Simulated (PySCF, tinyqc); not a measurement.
Worked calculation: MP2 on RHF in the 6-31g basis, for H4, spin multiplicity 1. The lowest restricted solution is unstable here: a spin-polarised one lies 0.0294 hartree lower (PySCF). One step of it, computed by the program tinyqc.

Problem. Second-order Moller-Plesset energy. E2 = sum_ijab (ia|jb) [2 (ia|jb) - (ib|ja)] / (e_i + e_j - e_a - e_b) over occupied i, j and virtual a, b; the opposite-spin part is (ia|jb)^2 / denominator, the rest is same-spin, and SCS-MP2 scales them by 6/5 and 1/3.

orbital energies (hartree): MO1 -0.801219, MO2 -0.337026, MO3 0.053590, MO4 0.354582, MO5 0.786205, MO6 0.891859, MO7 1.032597, MO8 1.362120

Two-electron integrals over orbitals (pq|rs), unique and non-zero (hartree):
```
p,q,r,s,(pq|rs)
1,1,1,1,0.552729
2,1,2,1,0.123048
2,2,1,1,0.475761
2,2,2,2,0.444173
3,1,3,1,0.091707
3,2,3,2,0.040086
3,3,1,1,0.433094
3,3,2,2,0.386120
3,3,3,3,0.393028
4,1,3,2,0.033601
4,1,4,1,0.028237
4,2,3,1,0.065590
4,2,4,2,0.060277
4,3,2,1,0.073868
4,3,4,3,0.065454
4,4,1,1,0.352720
4,4,2,2,0.341684
4,4,3,3,0.330837
4,4,4,4,0.313455
5,1,1,1,0.102992
5,1,2,2,0.073139
5,1,3,3,0.051630
5,1,4,4,0.026796
5,1,5,1,0.053546
5,2,2,1,0.022353
5,2,4,3,-0.001401
5,2,5,2,0.031681
5,3,3,1,-0.005340
5,3,4,2,-0.011677
5,3,5,3,0.028427
5,4,3,2,-0.005522
5,4,4,1,-0.005410
5,4,5,4,0.017119
5,5,1,1,0.423460
5,5,2,2,0.383524
5,5,3,3,0.359280
5,5,4,4,0.311581
5,5,5,1,0.055035
5,5,5,5,0.360188
6,1,2,1,-0.064527
6,1,4,3,-0.026284
6,1,5,2,-0.036561
6,1,6,1,0.057683
6,2,1,1,-0.128700
6,2,2,2,-0.089892
6,2,3,3,-0.073642
6,2,4,4,-0.035060
6,2,5,1,-0.058204
6,2,5,5,-0.072762
6,2,6,2,0.073429
6,3,3,2,-0.012776
6,3,4,1,-0.009797
6,3,5,4,-0.014034
6,3,6,3,0.020146
6,4,3,1,-0.004067
6,4,4,2,0.008799
6,4,5,3,-0.020843
6,4,6,4,0.023215
6,5,2,1,-0.097997
6,5,4,3,-0.063518
6,5,5,2,-0.014054
6,5,6,1,0.049721
6,5,6,5,0.089382
6,6,1,1,0.450327
6,6,2,2,0.412667
6,6,3,3,0.365480
6,6,4,4,0.322540
6,6,5,1,0.075446
6,6,5,5,0.370221
6,6,6,2,-0.086898
6,6,6,6,0.401006
7,1,3,1,-0.063365
7,1,4,2,-0.038922
7,1,5,3,-0.022946
7,1,6,4,0.021962
7,1,7,1,0.070953
7,2,3,2,-0.027716
7,2,4,1,-0.022289
7,2,5,4,-0.013506
7,2,6,3,0.025849
7,2,7,2,0.039088
7,3,1,1,-0.123418
7,3,2,2,-0.092446
7,3,3,3,-0.065727
7,3,4,4,-0.036297
7,3,5,1,-0.053169
7,3,5,5,-0.068814
7,3,6,2,0.059419
7,3,6,6,-0.089830
7,3,7,3,0.065359
7,4,2,1,-0.023977
7,4,4,3,-0.000499
7,4,5,2,-0.022375
7,4,6,1,0.028082
7,4,6,5,0.014313
7,4,7,4,0.022752
7,5,3,1,-0.080016
7,5,4,2,-0.059342
7,5,5,3,0.002389
7,5,6,4,0.003908
7,5,7,1,0.061095
7,5,7,5,0.082247
7,6,3,2,0.043452
7,6,4,1,0.035557
7,6,5,4,0.003344
7,6,6,3,-0.024663
7,6,7,2,-0.043233
7,6,7,6,0.062764
7,7,1,1,0.488239
7,7,2,2,0.426633
7,7,3,3,0.404736
7,7,4,4,0.334913
7,7,5,1,0.091024
7,7,5,5,0.391894
7,7,6,2,-0.113453
7,7,6,6,0.414673
7,7,7,3,-0.102867
7,7,7,7,0.459983
8,1,3,2,-0.042559
8,1,4,1,-0.034554
8,1,5,4,-0.012205
8,1,6,3,0.032070
8,1,7,2,0.050330
8,1,7,6,-0.061295
8,1,8,1,0.067842
8,2,3,1,-0.065448
8,2,4,2,-0.043971
8,2,5,3,-0.018592
8,2,6,4,0.022073
8,2,7,1,0.068072
8,2,7,5,0.063396
8,2,8,2,0.071477
8,3,2,1,-0.064392
8,3,4,3,-0.031926
8,3,5,2,-0.028257
8,3,6,1,0.049320
8,3,6,5,0.049245
8,3,7,4,0.027835
8,3,8,3,0.050326
8,4,1,1,-0.105921
8,4,2,2,-0.082642
8,4,3,3,-0.065922
8,4,4,4,-0.035601
8,4,5,1,-0.040301
8,4,5,5,-0.063086
8,4,6,2,0.051116
8,4,6,6,-0.074929
8,4,7,3,0.049495
8,4,7,7,-0.091225
8,4,8,4,0.044732
8,5,3,2,-0.038797
8,5,4,1,-0.031719
8,5,5,4,-0.003821
8,5,6,3,0.022740
8,5,7,2,0.039802
8,5,7,6,-0.057500
8,5,8,1,0.055850
8,5,8,5,0.053005
8,6,3,1,0.087568
8,6,4,2,0.065774
8,6,5,3,0.010486
8,6,6,4,-0.011569
8,6,7,1,-0.079099
8,6,7,5,-0.090240
8,6,8,2,-0.080861
8,6,8,6,0.108639
8,7,2,1,0.123213
8,7,4,3,0.075487
8,7,5,2,0.037657
8,7,6,1,-0.080360
8,7,6,5,-0.106413
8,7,7,4,-0.031986
8,7,8,3,-0.078196
8,7,8,7,0.149410
8,8,1,1,0.525869
8,8,2,2,0.464932
8,8,3,3,0.421586
8,8,4,4,0.351419
8,8,5,1,0.109919
8,8,5,5,0.413860
8,8,6,2,-0.133769
8,8,6,6,0.450379
8,8,7,3,-0.127727
8,8,7,7,0.492592
8,8,8,4,-0.110205
8,8,8,8,0.542627
```

Hartree-Fock energy = -1.97138731 hartree

Give: Terms; Pair energies; MP2 correlation energy; SCS-MP2 correlation energy; MP2 total energy.

Solution.

Terms:
```
i,j,a,b,(ia|jb),(ib|ja),denominator,term
1,1,3,3,0.0917,0.0917,-1.7096,-0.0049
1,2,3,4,0.0656,0.0336,-1.5464,-0.0041
2,1,4,3,0.0656,0.0336,-1.5464,-0.0041
2,2,4,4,0.0603,0.0603,-1.3832,-0.0026
2,1,8,3,-0.0654,-0.0426,-2.5540,-0.0023
1,2,3,8,-0.0654,-0.0426,-2.5540,-0.0023
2,2,6,6,0.0734,0.0734,-2.4578,-0.0022
2,2,3,3,0.0401,0.0401,-0.7812,-0.0021
1,2,7,8,0.0681,0.0503,-3.5330,-0.0017
2,1,8,7,0.0681,0.0503,-3.5330,-0.0017
1,2,5,6,-0.0582,-0.0366,-2.8163,-0.0017
2,1,6,5,-0.0582,-0.0366,-2.8163,-0.0017
2,2,8,8,0.0715,0.0715,-3.3983,-0.0015
1,1,3,7,-0.0634,-0.0634,-2.6886,-0.0015
1,1,7,3,-0.0634,-0.0634,-2.6886,-0.0015
1,1,7,7,0.0710,0.0710,-3.6676,-0.0014
1,1,8,8,0.0678,0.0678,-4.3267,-0.0011
1,1,6,6,0.0577,0.0577,-3.3862,-0.0010
1,1,5,5,0.0535,0.0535,-3.1748,-0.0009
2,1,4,7,-0.0389,-0.0223,-2.5254,-0.0009
1,2,7,4,-0.0389,-0.0223,-2.5254,-0.0009
2,2,8,4,-0.0440,-0.0440,-2.3908,-0.0008
2,2,4,8,-0.0440,-0.0440,-2.3908,-0.0008
2,2,7,7,0.0391,0.0391,-2.7392,-0.0006
2,1,7,8,0.0503,0.0681,-3.5330,-4.64e-04
1,2,8,7,0.0503,0.0681,-3.5330,-4.64e-04
2,2,5,5,0.0317,0.0317,-2.2465,-4.47e-04
2,2,3,7,-0.0277,-0.0277,-1.7602,-4.36e-04
2,2,7,3,-0.0277,-0.0277,-1.7602,-4.36e-04
1,1,8,4,-0.0346,-0.0346,-3.3191,-3.60e-04
1,1,4,8,-0.0346,-0.0346,-3.3191,-3.60e-04
1,1,4,4,0.0282,0.0282,-2.3116,-3.45e-04
1,2,8,3,-0.0426,-0.0654,-2.5540,-3.28e-04
2,1,3,8,-0.0426,-0.0654,-2.5540,-3.28e-04
2,1,5,6,-0.0366,-0.0582,-2.8163,-1.94e-04
1,2,6,5,-0.0366,-0.0582,-2.8163,-1.94e-04
2,1,7,4,-0.0223,-0.0389,-2.5254,-4.99e-05
1,2,4,7,-0.0223,-0.0389,-2.5254,-4.99e-05
2,1,3,4,0.0336,0.0656,-1.5464,-3.50e-05
1,2,4,3,0.0336,0.0656,-1.5464,-3.50e-05
```

Pair energies (hartree; pair i-j sums ij and ji):
```
pair,opposite spin,same spin
1-1,-0.0133,0
2-1,-0.0208,-0.0025
2-2,-0.0119,0
```

MP2 correlation energy = -0.048434 hartree

SCS-MP2 correlation energy = -0.055986 hartree

MP2 total energy = -2.019821 hartree
